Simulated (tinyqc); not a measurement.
Ballistic Schottky-barrier transistor with a two-dimensional channel, WKB contacts: two steps of the calculation.

Source Fermi level 0, drain Fermi level -Vd. Far from the contacts Ec = pn - psi, and the gate moves psi one to one; the band edges relax as exp(-x/lam) from pn at the source and pn - Vd at the drain; Ev = Ec - Eg. A carrier of energy w inside the channel band meets at a contact a barrier of height D (the contact edge beyond the channel edge): T = 1 for w >= D, else exp(-S), S = 4 lam sqrt(m/C) [sqrt(D - w) - sqrt(w) arctan sqrt((D - w)/w)], C = hbar^2/(2 m0). The two contacts combine as Ts Td/(Ts + Td - Ts Td).

Values chosen for this exercise; channel values close to those of an ultrathin silicon body with silicide contacts:
```
symbol,value,unit,meaning
T,300,K,temperature
pn,0.34,eV,barrier for electrons at both contacts
mn,0.18,m0,electron mass
g,2,,valleys or subbands
lam,3.5,nm,screening length at the contacts
Vd,0.1,V,drain bias
ps,0.41,V,band shift psi of the channel by the gate
w0,0.17,eV,energy of one carrier inside the channel band
wm,0.59,eV,upper end of the grid
nE,13,,points of the grid
```

Constants: q = 1.602176634e-19 C, kB = 1.380649e-23 J/K, hbar = 1.054571817e-34 J s, h = 6.62607015e-34 J s, m0 = 9.1093837015e-31 kg, Vt = kB T/q, hbar^2/(2 m0) = 0.0380998212 eV nm^2. Results are converted to the units shown.

Question 1. Transmission of one of the electrons. S and T at both contacts for w = w0, and the tunnelling distance lam ln(D/w) at the higher barrier.

D for electrons (eV): source 0.41000000, drain 0.31000000

Give: S at the source; S at the drain; combined T; tunnelling distance.

Answer 1.

S at the source = 3.977
S at the drain = 2.140
combined T = 0.01643
tunnelling distance = 3.081 nm

Question 2. Current of the electrons on a coarse grid. I/W = g (2 q^2/h) int T(w) [N(Es + w) - N(Ed + w)] dw with w the energy of motion along the channel, N(y) = (1/2 pi) sqrt(pi m kB T/C) Fm(-y/kB T), Fm(x) = (1/sqrt(pi)) int_0^infinity u^(-1/2)/(1 + exp(u - x)) du. Electrons: Ds = psi, Dd = psi - Vd, Es = Ec, Ed = Ec + Vd. Holes: Ds = -psi, Dd = Vd - psi, Es = -Ev, Ed = -Ev - Vd. The size of each current is taken; both flow from drain to source and add. Simpson's rule on nE equally spaced w from 0 to wm.

Find: w; Ts; Td; T; size of the supply difference; current.

Answer 2.

```
point   w (eV)         Ts         Td          T  size of the supply difference (1/um)
0      0.00000  3.4505e-9  4.3839e-8  3.1987e-9                                146.69
1      0.04917  4.2487e-5  4.5005e-4  3.8823e-5                                88.290
2      0.09833  0.0010253  0.0089166  9.2039e-4                                26.128
3      0.14750  0.0086465   0.060505  0.0076230                                4.6495
4      0.19667   0.041509    0.22721   0.036374                               0.71517
5      0.24583    0.13637    0.55882    0.12311                               0.10726
6      0.29500    0.33471    0.94053    0.32777                              0.016024
7      0.34417    0.63923     1.0000    0.63923                             0.0023924
8      0.39333    0.94732     1.0000    0.94732                             3.5718e-4
9      0.44250     1.0000     1.0000     1.0000                             5.3324e-5
10     0.49167     1.0000     1.0000     1.0000                             7.9608e-6
11     0.54083     1.0000     1.0000     1.0000                             1.1885e-6
12     0.59000     1.0000     1.0000     1.0000                             1.7743e-7
```

current = 0.82782 uA/um

Range of the model: No scattering, image-force lowering, channel charge or band-to-band tunnelling; parabolic kappa overstates S deep in the gap.

tinyqc, about 0.4 s, one thread, Intel Xeon 2.30GHz (shared host): `OMP_NUM_THREADS=1 python tinyqc.py 2390061 2390062 out.jsonl`
